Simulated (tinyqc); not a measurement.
Schottky barrier on an n-type semiconductor, non-linear Poisson equation by Newton steps: two steps of the calculation.

One dimension, metal at x = 0, donor density C(x) = Nd, uniform. Energies are counted from the electron Fermi level of the semiconductor and the conduction-band edge is Ec = -psi, so n = Nc exp(psi/Vt); holes follow the Fermi level of the metal, at -V, so p = Nv exp((V - psi - Eg)/Vt). Ends: psi(0) = V - phiB and psi = Vt ln(Nd/Nc) deep inside. Boltzmann statistics, full ionisation, no current, no image force in the Poisson equation.

Parameters, values chosen for the exercise; band and dielectric values those of a made-up semiconductor: temperature T = 250 K; band gap Eg = 1.21 eV; conduction-band density of states at T Nc = 2.6e19 cm^-3; valence-band density of states at T Nv = 1.81e19 cm^-3; bias of the metal against the semiconductor V = 0 V.

Constants: q = 1.602176634e-19 C, kB = 1.380649e-23 J/K, Vt = kB T/q. Results are converted to the units shown.

Question 1. Densities, residual and Jacobian diagonal. n_i = Nc exp(psi_i/Vt), p_i = Nv exp((V - psi_i - Eg)/Vt), rho_i = p_i - n_i + C_i, g_i = (n_i + p_i)/Vt. Box widths w_i = (h_(i-1) + h_i)/2 in cm. Residual F_i = a_i (psi_(i+1) - psi_i) - a_(i-1) (psi_i - psi_(i-1)) + q rho_i w_i; Jacobian: a_(i-1) and a_i beside the diagonal, b_i = -a_(i-1) - a_i - q g_i w_i on it. The two end nodes are fixed.

```
node,x (nm),psi after iteration 2 (V),donor density C (cm^-3)
0,0,-0.84000000,3.3e16
1,21,-0.76731623,3.3e16
2,45.7,-0.68707992,3.3e16
3,74.7,-0.60012350,3.3e16
4,109,-0.50738047,3.3e16
5,149,-0.41305800,3.3e16
6,196,-0.32126060,3.3e16
7,252,-0.23872796,3.3e16
8,317,-0.17925941,3.3e16
9,394,-0.14367991,3.3e16
```

```
interval,coupling a_i (F/cm^2)
0,4.5957451e-7
1,3.9073137e-7
2,3.3279534e-7
3,2.8137215e-7
4,2.4127662e-7
5,2.0534180e-7
6,1.7234044e-7
7,1.4847792e-7
8,1.2533850e-7
```

Give: n; p; residual F; diagonal b.

Answer 1.

```
node,n (cm^-3),p (cm^-3)
0,302.91,6.2923e11
1,8842.2,2.1556e10
2,3.6648e5,5.2008e8
3,2.0750e7,9.1856e6
4,1.5369e9,1.2402e5
5,1.2249e11,1556.1
6,8.6825e12,21.952
7,4.0034e14,0.47610
8,6.3279e15,0.030121
9,3.3000e16,0.0057758
```

```
node,residual F (1e-8 C/cm^2),diagonal b (F/cm^2)
1,1.0028,-8.5031e-7
2,1.1784,-7.2353e-7
3,1.3891,-6.1417e-7
4,1.6304,-5.2265e-7
5,1.9091,-4.4662e-7
6,2.2596,-3.7801e-7
7,2.6205,-3.3883e-7
8,2.5970,-6.0795e-7
```

Question 2. Newton step. Solve the tridiagonal system a_(i-1) d_(i-1) + b_i d_i + a_i d_(i+1) = -F_i for nodes 1 to 8, with d = 0 on fixed nodes. If the largest |d| exceeds 4 Vt, the whole step is scaled down so that it equals 4 Vt.

```
interval,coupling a_i (F/cm^2)
0,4.5957451e-7
1,3.9073137e-7
2,3.3279534e-7
3,2.8137215e-7
4,2.4127662e-7
5,2.0534180e-7
6,1.7234044e-7
7,1.4847792e-7
8,1.2533850e-7
```

```
node,diagonal b (F/cm^2),residual F (C/cm^2)
1,-8.5030624e-7,1.0028453e-8
2,-7.2352671e-7,1.1783935e-8
3,-6.1416748e-7,1.3890549e-8
4,-5.2264881e-7,1.6304386e-8
5,-4.4662238e-7,1.9091196e-8
6,-3.7801479e-7,2.2595695e-8
7,-3.3883120e-7,2.6205456e-8
8,-6.0794872e-7,2.5970391e-8
```

```
node,psi after iteration 2 (V)
0,-0.84000000
1,-0.76731623
2,-0.68707992
3,-0.60012350
4,-0.50738047
5,-0.41305800
6,-0.32126060
7,-0.23872796
8,-0.17925941
9,-0.14367991
```

Find: Newton step d, before damping; psi after iteration 3.

Answer 2.

```
node,"Newton step d, before damping (V)"
1,0.1475
2,0.2953
3,0.4334
4,0.5474
5,0.6128
6,0.5966
7,0.4474
8,0.1520
```

```
node,psi after iteration 3 (V)
0,-0.8400
1,-0.7466
2,-0.6456
3,-0.5392
4,-0.4304
5,-0.3269
6,-0.2374
7,-0.1758
8,-0.1579
9,-0.1437
```

tinyqc, about 0.06 s, one thread, Intel Xeon 2.30GHz (shared host): `OMP_NUM_THREADS=1 python tinyqc.py 2020130 2020131 out.jsonl`
